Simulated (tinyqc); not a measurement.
Worked calculation: Wannier function of the lower band of a two-orbital chain. Values are carried at full precision from step to step, so a last printed digit may differ when a step is redone from the rounded ones.

H(k) = [[-d/2 - 2 ta cos k, -t1 - t2 exp(-ik)], [-t1 - t2 exp(ik), d/2 - 2 tb cos k]], k in 1/a, Bloch sums with exp(ikR) and without the positions inside the cell. Mesh k_j = 2 pi j/N. Projection gauge: each lower eigenvector u is multiplied by the phase that makes <trial|u> real and positive (the one-band case of Loewdin orthogonalisation). Wannier amplitudes w(R) = (1/N) sum_k exp(ikR) u(k); hoppings H(R) = (1/N) sum_k exp(-ikR) E(k).

Parameters, chosen for this exercise:

| symbol | value | unit | meaning |
|---|---|---|---|
| d | -0.94 | eV | A at -d/2, B at +d/2 |
| t1 | 1.73 | eV | A-B in the cell |
| t2 | 1.21 | eV | B to A of the next cell |
| ta | 0.11 | eV | A-A between cells |
| tb | 0.2 | eV | B-B between cells |
| N | 4 |  | k points |
| th | 45 | degrees | trial orbital cos(th) A + sin(th) B in cell 0 |
| xb | 0.39 | a | position of B (A at 0) |
| a | 4.6 | angstrom | period |
| kq | 1.2 | 1/a | point off the mesh |

## Bloch states in the projection gauge

Diagonalise at each mesh point and fix the phase.

Mesh:

| j | E lower (eV) | E upper (eV) | u_A | u_B | \|<trial\|u>\| |
|---|---|---|---|---|---|
| 0 | -3.3029 | 2.6829 | 0.63753 | 0.77043 | 0.9956 |
| 1 | -2.1628 | 2.1628 | 0.58981-0.20850i | 0.75178+0.20850i | 0.9486 |
| 2 | -0.3340 | 0.9540 | 0.45276 | 0.89163 | 0.9506 |
| 3 | -2.1628 | 2.1628 | 0.58981+0.20850i | 0.75178-0.20850i | 0.9486 |

The projection is smallest at j = 1 and 3 (0.9486); the gauge is smooth as long as it stays away from zero.

## The Wannier function

w(R) = (1/N) sum_j exp(2 pi i j R/N) u_j, for the N cells nearest the origin; it is real.

Amplitudes:

| R | on A | on B |
|---|---|---|
| -1 | -0.0581 | 0.0739 |
| 0 | 0.5675 | 0.7914 |
| 1 | 0.1504 | -0.1346 |
| 2 | -0.0223 | 0.0396 |

norm = 1.0000

Cell 0 holds 94.8 % of the weight.

## Centre and spread in real space

Point-like orbitals at R (A) and R + xb (B): centre <x>, spread <x^2> - <x>^2.

centre in units of a = 0.290
centre in angstrom = 1.334
spread = 1.800 angstrom^2

## The same from overlaps (Marzari-Vanderbilt)

b = 2 pi/N; M_j = u_j^+ diag(1, exp(-i b xb)) u_(j+1), with u_N = u_0. Centre = -(1/2 pi) sum arg M_j; gauge-invariant part Omega_I = (1/(N b^2)) sum (1 - |M_j|^2); gauge-dependent part Omega_D = (1/(N b^2)) sum (arg M_j + b centre)^2.

Overlaps:

| j | \|M_j\| | arg M_j (rad) |
|---|---|---|
| 0 | 0.9999 | -0.3412 |
| 1 | 0.8357 | -0.5589 |
| 2 | 0.8357 | -0.5589 |
| 3 | 0.9999 | -0.3412 |

centre from overlaps = 0.286 a
Omega_I = 0.0612 a^2
Omega_D = 0.0048 a^2

The centre is the Berry phase over 2 pi and does not depend on the trial orbital (modulo a). Omega_D is 7.3 % of the total; in one dimension a gauge that spreads the phase evenly removes it. The total is 0.0660 a^2, against 0.1370 a^2 (centre 0.288 a) in real space on 96 cells.

## Hoppings and interpolation

H(R) = (1/N) sum_j E_j cos(2 pi j R/N) for R = 0 to N/2. Interpolation: E(k) = H(0) + 2 sum H(R) cos(kR), the term R = N/2 of an even mesh counted once.

H(0), H(1), ... (eV): -1.9906  -0.7422  0.1722

interpolated E(kq) = -2.6555 eV

The exact value is -2.6077 eV; the interpolation is off by -47.9 meV. Though the chain has short hoppings, the single band has longer ones, made by paths through the other orbital, which the tails of the Wannier function carry.

## Checks

- Centre from overlaps against the real-space centre on 200 points: both 0.2880.
- Omega_I + Omega_D against the real-space spread on 200 points: both 0.137.

Program tinyqc; command `OMP_NUM_THREADS=1 python tinyqc.py 1452339 1452340 out.jsonl`; about 0.2 s on one thread of a shared Intel(R) Xeon(R) Processor @ 2.30GHz.
